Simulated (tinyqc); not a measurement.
Gate-all-around wire, scale length and short-channel effects: one step of the calculation.

A round wire of diameter ts in an insulator shell of thickness ti under a surrounding gate. Below threshold the potential that source and drain add obeys Laplace's equation and vanishes on the gate. Its lowest mode decays along the channel as exp(-k y); k is the smallest positive root of the matching condition at the interface, and the scale length is Lambda = pi/k.

Question. Decay constant by Newton steps. f(k) = ei J0(u)[J1(u) Y0(v) - Y1(u) J0(v)] - eps_r J1(u)[J0(u) Y0(v) - Y0(u) J0(v)], u = k ts/2, v = u + k ti; f' by a central difference with +/- 1e-5 1/nm; k(new) = k - f/f'.

Values chosen for this exercise; permittivities: semiconductor close to that of silicon, insulator close to that of hafnium oxide: relative permittivity of the semiconductor eps_r = 11.6; relative permittivity of the insulator ei = 22.6; insulator thickness ti = 14 nm; wire diameter ts = 10.2 nm.

k at the start = 0.125 1/nm

Wanted: f; f'; k after iteration 1.

Answer.

f = 1.747
f' = -232.9 nm
k after iteration 1 = 0.1325 1/nm

Computed by the program tinyqc: `OMP_NUM_THREADS=1 python tinyqc.py 2420071 2420072 out.jsonl`, one thread of a shared Intel Xeon 2.30GHz, about 0.01 s for the whole run.
